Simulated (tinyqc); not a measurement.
Band bending at a free surface with a continuum of surface states, surface photovoltage and Kelvin probe: one step of the calculation.

n-type bulk, xi = Ec - EF = Vt ln(Nc/Nd), p0 = ni^2/Nd, ni = sqrt(Nc Nv) exp(-Eg/(2 Vt)), Eg in volts. b is the upward band bending, u = b/Vt. Space charge per area, in units of q: Qc = sign(b) sqrt((2 eps0 eps_r Vt/q) [(Nd + dn)(exp(-u) - 1) + Nd u + (p0 + dn)(exp(u) - 1)]), with dn the excess density under light (flat quasi-Fermi levels; 0 in the dark). The states hold -Ds (E0 - xi - b): negative while the Fermi level lies above the neutrality level. Neutrality: Qc + Qf + (charge of the states) = 0.

Problem. Work function and Kelvin-probe reading. Work function chi + xi + b; contact potential difference CPD = (work function of the sample) - pt. Depth of EF below Ec at the surface: xi + b. Depletion width Qc/Nd.

Inputs (values chosen for the exercise); band and dielectric values close to those of silicon:
```
symbol    value   unit                                                    meaning
T           300      K                                                temperature
Eg         1.13     eV                                                   band gap
eps_r      11.8                                             relative permittivity
Nc      2.77e19  cm^-3                     conduction-band density of states at T
Nv      2.66e19  cm^-3                        valence-band density of states at T
chi        3.99     eV                                          electron affinity
Nd       3.2e16  cm^-3                                              donor density
pt          4.5     eV                             work function of the probe tip
E0         0.36     eV  depth of their neutrality level below the conduction edge
```

Constants: q = 1.602176634e-19 C, kB = 1.380649e-23 J/K, Vt = kB T/q, eps0 = 8.8541878128e-14 F/cm where lengths are in cm. Results are converted to the units shown.

converged b = 0.17458733 V

Give: xi + b; Qc; Qc/Nd; work function; CPD.

Solution.

xi + b = 0.3494 eV
Qc = 2.492e11 cm^-2
Qc/Nd = 77.87 nm
work function = 4.339 eV
CPD = -160.6 mV

The Fermi level lies 10.6 meV above the neutrality level.

tinyqc, about 0.01 s, one thread, Intel Xeon 2.30GHz (shared host): `OMP_NUM_THREADS=1 python tinyqc.py 2430056 2430057 out.jsonl`
